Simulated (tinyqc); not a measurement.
# From one set of inputs to another, one input at a time

Model: Rutherford backscattering from a thin compound film on silicon: kinematics, yields, composition and thickness. Computed by tinyqc, a small Python program. Command: `OMP_NUM_THREADS=1 python tinyqc.py 3027373 3027374 out.jsonl rbs ladder`. One thread of a shared host (Intel(R) Xeon(R) Processor @ 2.30GHz), about 0.01 s of CPU time with the checks.

Singly charged helium ions (Z1 = 2, M1 = 4.0026 u) enter at the tilt angle a1 to the normal and leave at a2 = |180 - theta - tilt| in the same plane. The film is A B_x.

The inputs printed are set A. Set A is modelled on a helium beam on TiN; the values taken over come from a set modelled on a helium beam on TaN. Inputs not listed in the table keep their values of set A, so the rows need not describe a real material.

Inputs (values chosen for the exercise, modelled on a helium beam on TiN):

| quantity | value | unit |
|---|---|---|
| beam energy E0 | 1.6 | MeV |
| scattering angle theta | 170 | degrees |
| tilt of the sample | 60 | degrees |
| heavy element: Z_A | 22 | - |
| heavy element: mass M_A | 47.9 | u |
| heavy element: stopping eps_A at 2 MeV | 80 | 1e-15 eV cm^2 |
| light element: Z_B | 7 | - |
| light element: mass M_B | 14 | u |
| light element: stopping eps_B at 2 MeV | 32.9 | 1e-15 eV cm^2 |
| atoms of B per atom of A, x | 0.977 | - |
| atomic density of the film | 107 | 1/nm^3 |
| film thickness d | 26 | nm |
| collected charge | 11 | microcoulomb |
| detector solid angle | 3.2 | msr |
| detector resolution (FWHM) | 13 | keV |

Constants: e^2/(4 pi eps_0) = 14.39964548 eV angstrom; e = 1.602176634e-19 C.

Method:
- Kinematic factor K = [(sqrt(M^2 - M1^2 sin^2 theta) + M1 cos theta)/(M + M1)]^2.
- Surface edges lie at K E0; substrate silicon has M = 28.09 u. Mass resolution at M_A = resolution/(E0 dK/dM).
- Stopping per atom eps(E) = eps(2 MeV) (E/2 MeV)^(-0.4) (a law chosen for the exercise); Bragg rule eps_film = (eps_A + x eps_B)/(1 + x); areal density N d, with 1/nm^2 = 0.1 x 1e15/cm^2.
- Width of the signal of element i: [K_i eps(E0)/cos a1 + eps(K_i E0)/cos a2] N d; depth resolution = resolution x d/width of A; energy lost on the way in = eps(E0) N d/cos a1.
- Rutherford cross section in the laboratory frame: sigma = (Z1 Z e^2/(4 pi eps_0 4E))^2 (4/sin^4 theta) (r + cos theta)^2/r, r = sqrt(1 - (M1 sin theta/M)^2), times the screening factor 1 - 0.049 Z1 Z^(4/3)/E (E in keV); 1 angstrom^2 = 1e8 barn.
- Counts = (charge/e) x solid angle x sigma(E_mean) x areal density of the element/cos a1, E_mean = E0 - half the energy lost on the way in; 1 barn = 1e-24 cm^2. The ratio of areas returns x = (Y_B/Y_A)(sigma_A/sigma_B), with the counting error sqrt(1/Y_A + 1/Y_B).

Each row keeps all changes above it:

| input moved | from | to | ratio of areas Y_B/Y_A | mass resolution at M_A (u) | energy lost on the way in (keV) |
|---|---|---|---|---|---|
| set A | - | - | 0.08503 | 1.625 | 34.51 |
| atomic density of the film (1/nm^3) | 107 | 88.2 | 0.08502 | 1.625 | 28.44 |
| beam energy E0 (MeV) | 1.6 | 2.3 | 0.08495 | 1.130 | 24.60 |
| atoms of B per atom of A, x | 0.977 | 0.881 | 0.07660 | 1.130 | 25.13 |
| light element: stopping eps_B at 2 MeV (1e-15 eV cm^2) | 32.9 | 33.3 | 0.07660 | 1.130 | 25.21 |
| heavy element: stopping eps_A at 2 MeV (1e-15 eV cm^2) | 80 | 114 | 0.07660 | 1.130 | 33.05 |
| film thickness d (nm) | 26 | 16 | 0.07660 | 1.130 | 20.34 |
| detector resolution (FWHM) (keV) | 13 | 17 | 0.07660 | 1.478 | 20.34 |

Ratio of areas Y_B/Y_A goes from 0.0850 to 0.0766, a factor 0.901 in all. The largest single move comes from atoms of B per atom of A, x (a factor 0.902). Mass resolution at M_A goes from 1.62 to 1.48, a factor 0.910 in all. The largest single move comes from beam energy E0 (a factor 0.696), and detector resolution (FWHM) works against it (a factor 1.31). Energy lost on the way in goes from 34.5 to 20.3, a factor 0.589 in all. The largest single move comes from film thickness d (a factor 0.615), and heavy element: stopping eps_A at 2 MeV works against it (a factor 1.31). The single moves hold for this order of the switches; the total does not depend on the order.

Extremes, crossings and ranges named in words are read from the listed rows.
